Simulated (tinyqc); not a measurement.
Free and trapped electrons in a MOS channel with a dense trap tail: effect of the temperature.

p-type body, charge-sheet picture, full ionisation (an idealisation for deep acceptors), Boltzmann statistics for free electrons. e = Ec - EF at the surface. Acceptor-like traps of density D(E) = D0 + De exp(-E/Ew) at depth E below Ec, from 0 to Eu, hold n_t = integral of D(E)/(1 + exp((e - E)/Vt)). psi = Eg - Vt ln(Nv/Na) - e; N_dep = sqrt(2 eps0 eps_r Na (psi - Vt)/q); n_f = sqrt(N_dep^2 + 2 eps0 eps_r Vt Nc exp(-e/Vt)/q) - N_dep; Vg = Vfb + psi + q (N_dep + n_t + n_f)/Cox, Cox = eps0 eox/tox.

Nc and Nv are given at 250 K and scale as (T/250 K)^1.5; Eg, Vfb and mf are held fixed. VT is the Vg for n_f = 1e11 cm^-2; swing ln 10 n_f/(dn_f/dVg) at n_f = 1e8 cm^-2; the last three columns are for Vg = VT + 2.7 V, with free share n_f/(n_f + n_t) and field-effect mobility mf q (dn_f/dVg)/Cox; there EF is near the band edge, where Boltzmann statistics are rough.

Values chosen for this exercise; band and dielectric values close to those of silicon:
```
symbol    value         unit                                                         meaning
Eg         1.12           eV                                                        band gap
eps_r      11.5                                                        relative permittivity
Nc      2.11e19        cm^-3  conduction-band density of states at the reference temperature
Nv      2.01e19        cm^-3     valence-band density of states at the reference temperature
eox         3.9                                       relative permittivity of the insulator
tox          34           nm                                             insulator thickness
Na       4.6e16        cm^-3                                                acceptor density
Vfb       -0.69            V                        flat-band voltage without trapped charge
D0       1.6e10  cm^-2 eV^-1              constant background density of acceptor-like traps
De       4.4e12  cm^-2 eV^-1                      density of the tail at the conduction edge
Ew         0.13           eV                                        decay energy of the tail
Eu         0.78           eV                    depth below Ec down to which the traps reach
mf          120   cm^2/(V s)                                      mobility of free electrons
```

Constants: q = 1.602176634e-19 C, kB = 1.380649e-23 J/K, Vt = kB T/q, eps0 = 8.8541878128e-14 F/cm where lengths are in cm. Results are converted to the units shown.

Result of one run:

| e at VT (eV) | VT (V) | q n_t/Cox at VT (V) | swing (mV/decade) | n_f (cm^-2) | free share (%) | field-effect mobility (cm^2/(V s)) |
|---|---|---|---|---|---|---|
| 0.07806 | 2.045 | 0.5288 | 149.5 | 1.551e12 | 74.89 | 112.9 |

Which temperature T gave this result: 250, 300, 350, 450 or 500 K?

T = 250 K.

The whole series:

| T (K) | e at VT (eV) | VT (V) | q n_t/Cox at VT (V) | swing (mV/decade) | n_f (cm^-2) | free share (%) | field-effect mobility (cm^2/(V s)) |
|---|---|---|---|---|---|---|---|
| 200 | 0.05229 | 2.244 | 0.6309 | 143.4 | 1.601e12 | 74.45 | 115.3 |
| 250 | 0.07806 | 2.045 | 0.5288 | 149.5 | 1.551e12 | 74.89 | 112.9 |
| 300 | 0.1064 | 1.848 | 0.4363 | 156.9 | 1.513e12 | 75.79 | 110.7 |
| 350 | 0.1370 | 1.655 | 0.3554 | 168.4 | 1.485e12 | 77.05 | 108.8 |
| 400 | 0.1697 | 1.467 | 0.2862 | 186.7 | 1.466e12 | 78.56 | 107.3 |
| 450 | 0.2044 | 1.281 | 0.2282 | 216.5 | 1.451e12 | 80.20 | 106.1 |
| 500 | 0.2412 | 1.097 | 0.1800 | 272.7 | 1.439e12 | 81.90 | 105.2 |
| 550 | 0.2802 | 0.9115 | 0.1405 | 531.8 | 1.428e12 | 83.61 | 104.4 |

As T goes from 200 to 550, VT falls from 2.24 to 0.911 V, its part due to traps falls from 0.631 to 0.140 V, the swing rises from 143 to 532 mV/decade and the field-effect mobility falls from 115 to 104 cm^2/(V s). On heating the same n_f is reached with EF deeper in the gap, where fewer tail states are filled.

Numbers from tinyqc (`OMP_NUM_THREADS=1 python tinyqc.py 2222107 2222108 out.jsonl`; about 0.02 s on one thread of a shared Intel Xeon 2.30GHz).
